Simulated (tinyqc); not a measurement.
Double-gate transistor below threshold, two-dimensional Poisson equation on a small mesh: two steps of the calculation.

Half of a symmetric double-gate structure: row 0 is the mid-plane of the body, where the normal field vanishes. Mobile charge is neglected (subthreshold), the body is fully depleted, and potentials are counted from the intrinsic level; rows run upward to the gate, columns from source to drain.

Parameters, values chosen for the exercise: temperature T = 300 K; potential of the source Vbi = 0.56 V.

Constants: q = 1.602176634e-19 C, kB = 1.380649e-23 J/K, Vt = kB T/q. Results are converted to the units shown.

Question 1. Over-relaxation sweep (omega = 1.5). Free nodes: rows 0..4, columns 1..5, taken row by row from row 0, left to right. t = (up psi(above) + dn psi(below) + lat [psi(left) + psi(right)] + s)/(up + dn + 2 lat), with the newest neighbours; psi(new) = psi + 1.5 (t - psi).

psi at the start (fixed values on the edges, free nodes at the gate value) (V):

|  | j=0 | j=1 | j=2 | j=3 | j=4 | j=5 | j=6 |
|---|---|---|---|---|---|---|---|
| row 0 | 0.5600000 | 0.1000000 | 0.1000000 | 0.1000000 | 0.1000000 | 0.1000000 | 1.0600000 |
| row 1 | 0.5600000 | 0.1000000 | 0.1000000 | 0.1000000 | 0.1000000 | 0.1000000 | 1.0600000 |
| row 2 | 0.5600000 | 0.1000000 | 0.1000000 | 0.1000000 | 0.1000000 | 0.1000000 | 1.0600000 |
| row 3 | 0.5600000 | 0.1000000 | 0.1000000 | 0.1000000 | 0.1000000 | 0.1000000 | 1.0600000 |
| row 4 | 0.3300000 | 0.1000000 | 0.1000000 | 0.1000000 | 0.1000000 | 0.1000000 | 0.5800000 |
| row 5 | 0.1000000 | 0.1000000 | 0.1000000 | 0.1000000 | 0.1000000 | 0.1000000 | 0.1000000 |

| row | up | dn | lat | s (V) |
|---|---|---|---|---|
| 0 | 58.95 | 0 | 1.4555556 | -0.021171300 |
| 1 | 58.95 | 58.95 | 2.9111111 | -0.042342600 |
| 2 | 58.95 | 58.95 | 2.9111111 | -0.042342600 |
| 3 | 27 | 58.95 | 2.9555556 | -0.021171300 |
| 4 | 27 | 27 | 3 | 0 |

Find: psi after iteration 1.

Answer 1.

psi after iteration 1 (V):

|  | j=0 | j=1 | j=2 | j=3 | j=4 | j=5 | j=6 |
|---|---|---|---|---|---|---|---|
| row 0 | 0.5600 | 0.1157 | 0.1000 | 0.0995 | 0.0995 | 0.1334 | 1.0600 |
| row 1 | 0.5600 | 0.1270 | 0.1005 | 0.0991 | 0.0991 | 0.1572 | 1.0600 |
| row 2 | 0.5600 | 0.1350 | 0.1011 | 0.0989 | 0.0988 | 0.1742 | 1.0600 |
| row 3 | 0.5600 | 0.1555 | 0.1034 | 0.0988 | 0.0984 | 0.2173 | 1.0600 |
| row 4 | 0.3300 | 0.1547 | 0.1064 | 0.0996 | 0.0989 | 0.2151 | 0.5800 |
| row 5 | 0.1000 | 0.1000 | 0.1000 | 0.1000 | 0.1000 | 0.1000 | 0.1000 |

Question 2. Barrier, swing and barrier lowering. The barrier is read along row 0, the path farthest from the gate. Take the node j of lowest psi: barrier Vbi - psi_j; swing Vt ln 10/(d psi_j/dVg); DIBL = (d psi_j/dVd)/(d psi_j/dVg). The derivatives solve the same equations with s = 0 and a unit change of that voltage.

converged psi (V):

|  | j=0 | j=1 | j=2 | j=3 | j=4 | j=5 | j=6 |
|---|---|---|---|---|---|---|---|
| row 0 | 0.5600000 | 0.2849624 | 0.1794596 | 0.1691961 | 0.2454447 | 0.4841792 | 1.0600000 |
| row 1 | 0.5600000 | 0.2811355 | 0.1774672 | 0.1674191 | 0.2417919 | 0.4762153 | 1.0600000 |
| row 2 | 0.5600000 | 0.2693752 | 0.1715698 | 0.1621915 | 0.2309536 | 0.4517172 | 1.0600000 |
| row 3 | 0.5600000 | 0.2488112 | 0.1620239 | 0.1538234 | 0.2133273 | 0.4088006 | 1.0600000 |
| row 4 | 0.3300000 | 0.1801332 | 0.1333637 | 0.1289259 | 0.1607434 | 0.2659974 | 0.5800000 |
| row 5 | 0.1000000 | 0.1000000 | 0.1000000 | 0.1000000 | 0.1000000 | 0.1000000 | 0.1000000 |

d psi/dVg on row 0: j=0 0.00000000, j=1 0.58802809, j=2 0.82655649, j=3 0.88652659, j=4 0.82655649, j=5 0.58802809, j=6 0.00000000
d psi/dVd on row 0: j=0 0.0000000, j=1 0.0067691, j=2 0.0207367, j=3 0.0567367, j=4 0.1527068, j=5 0.4052028, j=6 1.0000000

Find: j; barrier; swing; DIBL.

Answer 2.

j = 3
barrier = 0.3908 V
swing = 67.15 mV/decade
DIBL = 64.00 mV/V

Computed by the program tinyqc: `OMP_NUM_THREADS=1 python tinyqc.py 2480137 2480138 out.jsonl`, one thread of a shared Intel Xeon 2.30GHz, about 0.2 s for the whole run.
